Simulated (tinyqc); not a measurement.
## Conductivities from two wire lengths

Question. A wire with uniform heating p0 per length and ends at the substrate temperature has theta(L/2) = (p0/g)[1 - 1/cosh(L/(2 LH))], LH = sqrt(kap A/g). Find LH, g and kap.

Inputs (values chosen for the exercise): cross-section A = 110 nm^2; heating per length p0 = 0.02 uW/nm.

theta at the middle for L = 160 and 320 nm (K): [20.724471, 43.857915]

Solution. With c = cosh(L1/(2 LH)) the longer wire has 2 c^2 - 1. The ratio of the two rises falls steadily from 4 to 1 as c grows, so it fixes c; g and kap follow.

LH = 81.65 nm
g = 0.3300 W/(m K)
kap = 20.00 W/(m K)

tinyqc, about 0.01 s, one thread, Intel Xeon 2.30GHz (shared host): `OMP_NUM_THREADS=1 python tinyqc.py 2520014 2520015 out.jsonl`
